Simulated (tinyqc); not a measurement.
# Worked calculation: input admittance of a MOSFET at zero drain bias: distributed channel and distributed gate

Numbers from tinyqc (`OMP_NUM_THREADS=1 python tinyqc.py 2262154 2262155 out.jsonl`; about 0.01 s on one thread of a shared Intel Xeon 2.30GHz). Printed values are rounded.

Source and drain grounded, strong inversion, w = 2 pi f, Cox = eps0 eox/tox. The channel is an RC line of resistance 1/(mu Cox Vo) per square fed from both ends, so one finger has the intrinsic admittance y = i w Cox L tanh(g)/g per width, g = (1/2) sqrt(i w tau), tau = L^2/(mu Vo). The vertical resistance rv/L is in series with y, the overlaps 2 i w Cov in parallel: y_t = 1/(1/y + rv/L) + 2 i w Cov. The gate strip is a line of Rsh/L per length loaded by y_t, so a finger has Y = y_t Wf tanh(k)/k, k = (Wf/sd) sqrt(y_t Rsh/L); the device has Nf Y.

Inputs (values chosen for the exercise); values of the order met in silicon radio-frequency transistors: relative permittivity of the gate insulator (close to silicon dioxide) eox = 3.9; insulator thickness tox = 2.8 nm; channel length L = 0.27 um; finger width Wf = 1.8 um; number of fingers Nf = 1; channel mobility mu = 110 cm^2/(V s); gate overdrive Vo = 0.22 V; sheet resistance of the gate Rsh = 16 ohm/square; vertical resistivity of the gate stack rv = 0 ohm um^2; number of ends at which a finger is contacted sd = 2; overlap and fringe capacitance on each side Cov = 0.24 fF/um; frequency f = 4.1 GHz.

Constants: eps0 = 8.8541878128e-14 F/cm where lengths are in cm. Results are converted to the units shown.

## Low-frequency resistances and capacitance

Low-frequency limits, with c = Cox L and ct = c + 2 Cov: R_strip = Rsh Wf/(3 sd^2 L Nf), R_ch = (c/ct)^2 L/(12 mu Cox Vo Wf Nf), R_vert = (c/ct)^2 rv/(L Wf Nf), C = ct Wf Nf.

parts (ohm): strip 8.888889, channel 319.9422, vertical 0
sum = 328.8311 ohm
C = 6.857653 fF
1/(2 pi R C) = 70.57840 GHz

The channel term is the largest, 97.3 % of the sum.

## Admittance of the channel and stack per width

tau, g, c = Cox L, y and y_t as defined.

tau = 30.12397 ps
g = 0.3114533+0.3114533i
c = 3.329807 fF/um
y = 5.51365+85.35152i uS/um
y_t = 5.51365+97.71683i uS/um

w tau = 0.776, and Im y is 0.995 of w c.

## Input impedance of the device

k and Y as defined; Z = 1/(Nf Y) = R + 1/(i w C); Q = |Im Z|/R; signal at the point farthest from a contact |1/cosh k|.

k = 0.04981227+0.04708085i
Nf Y = 0.0101986+0.1758587i mS
R = 328.6659 ohm
C = 6.849493 fF
Q = 17.24341
signal at the far point = 0.9998659

R is 0.050 % below its low-frequency limit and C is 0.12 % below its own.
